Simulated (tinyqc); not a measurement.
Worked calculation: Pariser-Parr-Pople SCF with singles CI, for the molecule C=Cc1ccccc1 (SMILES; centres numbered as the heavy atoms are written). One step of it, computed by the program tinyqc.

Question. Iteration 2: Fock matrix. F_rr = H_rr + P_rr gamma_rr / 2 + sum_(s != r) P_ss gamma_rs; F_rs = H_rs - P_rs gamma_rs / 2; E = tr P (H + F) / 2 + core repulsion sum_(r<s) z_r z_s gamma_rs.

P after iteration 1:
```
           1C         2C         3C         4C         5C         6C         7C         8C
1C   1.000000   0.925052   0.000000  -0.231447   0.000000   0.180972   0.000000  -0.239539
2C   0.925052   1.000000   0.375016   0.000000  -0.042593   0.000000  -0.035356   0.000000
3C   0.000000   0.375016   1.000000   0.617379   0.000000  -0.309179   0.000000   0.618165
4C  -0.231447   0.000000   0.617379   1.000000   0.678327   0.000000  -0.323925   0.000000
5C   0.000000  -0.042593   0.000000   0.678327   1.000000   0.659150   0.000000  -0.321814
6C   0.180972   0.000000  -0.309179   0.000000   0.659150   1.000000   0.660997   0.000000
7C   0.000000  -0.035356   0.000000  -0.323925   0.000000   0.660997   1.000000   0.675887
8C  -0.239539   0.000000   0.618165   0.000000  -0.321814   0.000000   0.675887   1.000000
```

core matrix H (eV):
```
            1C          2C          3C          4C          5C          6C          7C          8C
1C  -41.203506   -2.190000    0.000000    0.000000    0.000000    0.000000    0.000000    0.000000
2C   -2.190000  -47.362612   -2.190000    0.000000    0.000000    0.000000    0.000000    0.000000
3C    0.000000   -2.190000  -54.210122   -2.190000    0.000000    0.000000    0.000000   -2.190000
4C    0.000000    0.000000   -2.190000  -50.329386   -2.190000    0.000000    0.000000    0.000000
5C    0.000000    0.000000    0.000000   -2.190000  -47.957686   -2.190000    0.000000    0.000000
6C    0.000000    0.000000    0.000000    0.000000   -2.190000  -47.459157   -2.190000    0.000000
7C    0.000000    0.000000    0.000000    0.000000    0.000000   -2.190000  -48.361310   -2.190000
8C    0.000000    0.000000   -2.190000    0.000000    0.000000    0.000000   -2.190000  -51.322737
```

repulsion gamma_rs (eV):
```
           1C         2C         3C         4C         5C         6C         7C         8C
1C  11.130000   7.554442   5.239560   3.670975   2.869206   2.763701   3.276624   4.668999
2C   7.554442  11.130000   7.553010   5.240060   3.670163   3.276624   3.669614   5.238699
3C   5.239560   7.553010  11.130000   7.556581   5.240060   4.668999   5.238699   7.553212
4C   3.670975   5.240060   7.556581  11.130000   7.553010   5.239840   4.668753   5.240168
5C   2.869206   3.670163   5.240060   7.553010  11.130000   7.555992   5.240168   4.669089
6C   2.763701   3.276624   4.668999   5.239840   7.555992  11.130000   7.554442   5.239560
7C   3.276624   3.669614   5.238699   4.668753   5.240168   7.554442  11.130000   7.553010
8C   4.668999   5.238699   7.553212   5.240168   4.669089   5.239560   7.553010  11.130000
```

Centres (angstrom, eV; a flat drawing with bonds scaled to 1.40 angstrom):
```
centre          x          y  core charge z          W   gamma_rr
1C      -2.879000   0.438000              1  11.160000  11.130000
2C      -1.930000  -0.591000              1  11.160000  11.130000
3C      -0.564000  -0.283000              1  11.160000  11.130000
4C       0.385000  -1.311000              1  11.160000  11.130000
5C       1.751000  -1.003000              1  11.160000  11.130000
6C       2.167000   0.333000              1  11.160000  11.130000
7C       1.218000   1.362000              1  11.160000  11.130000
8C      -0.148000   1.054000              1  11.160000  11.130000
```

Give: F; pi energy.

Answer.

F (eV):
```
        1C      2C      3C      4C      5C      6C      7C      8C
1C  -5.595  -5.684   0.000   0.425   0.000  -0.250   0.000   0.559
2C  -5.684  -5.595  -3.606   0.000   0.078   0.000   0.065   0.000
3C   0.000  -3.606  -5.595  -4.523   0.000   0.722   0.000  -4.525
4C   0.425   0.000  -4.523  -5.595  -4.752   0.000   0.756   0.000
5C   0.000   0.078   0.000  -4.752  -5.595  -4.680   0.000   0.751
6C  -0.250   0.000   0.722   0.000  -4.680  -5.595  -4.687   0.000
7C   0.000   0.065   0.000   0.756   0.000  -4.687  -5.595  -4.742
8C   0.559   0.000  -4.525   0.000   0.751   0.000  -4.742  -5.595
```

pi energy = -104.234 eV
